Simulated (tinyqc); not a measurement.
Image-sensor pixel with a pinned photodiode, signal and noise: effect of the temperature.

A buried n layer between a heavily doped p+ surface layer and a p layer is emptied into a floating diffusion, read through a source follower with correlated double sampling (reset noise cancelled). One-dimensional abrupt junctions; no blooming, lag or crosstalk.

Nc and Nv are given at 300 K and scale as (T/300 K)^1.5; all else is fixed. With k = 1 + Nn/Np, the two depletion regions meet at depth x = a sqrt(k)/(1 + sqrt(k)) from the p+ side; pinning voltage Vp = q Nn x^2/(2 eps0 eps_r) - Vb. Electrons in the diode at zero bias: Nn A [a - x0 (1 + 1/sqrt(k))], x0 = sqrt(2 eps0 eps_r Vb/(q Nn)). Floating-diffusion limit Cf dV/q; full well FW is the smaller of the two; conversion gain CG = q As/Cf; read noise in electrons vn/CG. QE = (1 - Rf)[exp(-al x1) - exp(-al x2)]. ni = sqrt(Nc Nv) exp(-Eg/(2 Vt)), Eg in volts; dark rates ni Wd A/tg (generation) and Jd ni^2 A (diffusion). Signal S = QE Ph; variance = S + dark rate x ti + (vn/CG)^2 + (pr S)^2; SNR = 20 log10(S/noise); dynamic range 20 log10(FW/noise at S = 0).

Parameters, values chosen for the exercise; material values close to those of silicon:
- Eg = 1.13 eV (band gap)
- eps_r = 11.6 (relative permittivity of the semiconductor)
- Nc = 2.81e19 cm^-3 (conduction-band density of states at the reference temperature)
- Nv = 2.66e19 cm^-3 (valence-band density of states at the reference temperature)
- A = 0.46 um^2 (photodiode area)
- Nn = 8.3e16 cm^-3 (doping of the buried n layer)
- a = 250 nm (thickness of that layer)
- Np = 1.3e16 cm^-3 (doping of the p layer below)
- Vb = 0.8 V (built-in voltage)
- Cf = 0.65 fF (floating-diffusion capacitance)
- dV = 1.3 V (usable swing of the floating diffusion)
- As = 0.83 (source-follower gain)
- vn = 82 uV (read noise at the output)
- al = 0.129 1/um (absorption coefficient (light near 750 nm))
- Rf = 0.2 (optical loss before the silicon)
- x1 = 0.03 um (dead layer)
- x2 = 6 um (depth of collection)
- tg = 0.0068 s (generation lifetime)
- Wd = 2 um (depleted depth)
- Jd = 4.9e6 x 1e-20 cm^4/s (diffusion dark flux per ni^2)
- pr = 1 % (gain non-uniformity)
- ti = 100 ms (exposure)
- Ph = 75 (photons on the photodiode per exposure)

Constants: q = 1.602176634e-19 C, kB = 1.380649e-23 J/K, Vt = kB T/q, eps0 = 8.8541878128e-14 F/cm where lengths are in cm. Results are converted to the units shown.

The same in every row: Vp (V) = 1.362; FW (electrons) = 3739; read noise (electrons) = 0.4008; QE = 0.4280.

Results:
```
T (K)	dark rate (electrons/s)	SNR (dB)	dynamic range (dB)
253	0.01593	15.03	79.35
268	0.07415	15.03	79.20
283	0.2950	15.03	78.66
298	1.032	15.02	77.24
313	3.272	14.99	74.57
328	9.763	14.90	70.90
358	89.04	13.97	61.88
```

Estimate the missing row, T = 343 K.

Computed row:
```
T (K)	dark rate (electrons/s)	SNR (dB)	dynamic range (dB)
343	28.85	14.66	66.62
```

With this row back in the table: As T goes from 253 to 358 K, the SNR falls from 15.0 to 14.0 dB and the dynamic range falls from 79.4 to 61.9 dB. The dark rate rises from 0.0159 to 89.0 electrons/s; it doubles every 6.8 K between the first two rows and every 9.2 K between the last two.

tinyqc, about 0.01 s, one thread, Intel Xeon 2.30GHz (shared host): `OMP_NUM_THREADS=1 python tinyqc.py 2630124 2630125 out.jsonl`
